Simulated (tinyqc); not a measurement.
Coherent transport through a tight-binding region between two chains, step by step. Computed by tinyqc, a small Python program that keeps every step. Settings: temperature = 300, mu = -0.26. Command: `OMP_NUM_THREADS=1 python tinyqc.py 22619 22620 out.jsonl` (the two numbers bound the seeds that draw the settings). One thread of a shared host (Intel(R) Xeon(R) Processor @ 2.60GHz), about 0.1 s of CPU time with the checks.

## Transmission at E = 0.58 eV

H of the central region (eV), lower triangle:
```
           1          2          3         4
1   0.000000
2  -0.610000   1.390000
3   0.000000  -0.610000   1.390000
4  -0.610000   0.000000  -0.610000  0.000000
```

Leads: semi-infinite chains with site energy 0:
```
parameter                           value
lead hopping t (eV)              1.690000
coupling to the left lead (eV)   0.200000
coupling to the right lead (eV)  0.790000
left contact site                       1
right contact site                      4
```

E = 0.580000 eV

Surface Green function g = (E - i sqrt(4 t^2 - E^2)) / (2 t^2); self-energy tc^2 g on each contact site; G = (E - H - Sigma)^(-1); Gamma = -2 Im Sigma; T = Gamma_L Gamma_R |G_LR|^2; local density of states -Im G_ii / pi.

g = 0.101537-0.582939i 1/eV

G (1/eV), lower triangle:
```
                     1                    2                    3                   4
1   1.552418-1.049302i
2   1.244818-0.262000i  -0.969356-0.084002i
3   0.100538+0.701401i  -0.892652+0.150456i  -1.285862-0.501615i
4  -1.111318+1.193368i  -0.215969+0.283788i   0.824540-0.816535i  1.310849-1.368040i
```

local density of states (1/eV): 0.334003  0.026739  0.159669  0.435461

transmission = 0.090233

## Transmission across the band

The same steps on a grid of energies.

T(E):
```
E (eV)              T
-3.21100000  0.000019
-2.88990000  0.000085
-2.56880000  0.000228
-2.24770000  0.000565
-1.92660000  0.001462
-1.60550000  0.004417
-1.28440000  0.018721
-0.96330000  0.140382
-0.64220000  0.131167
-0.32110000  0.069013
0.00000000   0.084027
0.32110000   0.216652
0.64220000   0.063712
0.96330000   0.089779
1.28440000   0.000007
1.60550000   0.000021
1.92660000   0.000587
2.24770000   0.192003
2.56880000   0.000951
2.88990000   0.000176
3.21100000   0.000030
```

levels of the isolated region (eV): -0.839730  0.380270  1.009730  2.229730

## Current

I = (2e/h) int T(E) [f(E - mu - V/2) - f(E - mu + V/2)] dE at 300 K with mu = -0.26 eV, the bias not changing H; 2e^2/h = 77.48092 microsiemens; the integral runs over the band on 4001 points.

Current:
```
V (volt)  I (microampere)
0.010000         0.052585
0.050000         0.263133
0.100000         0.527580
0.200000         1.065825
0.400000         2.222106
0.800000         5.353970
```
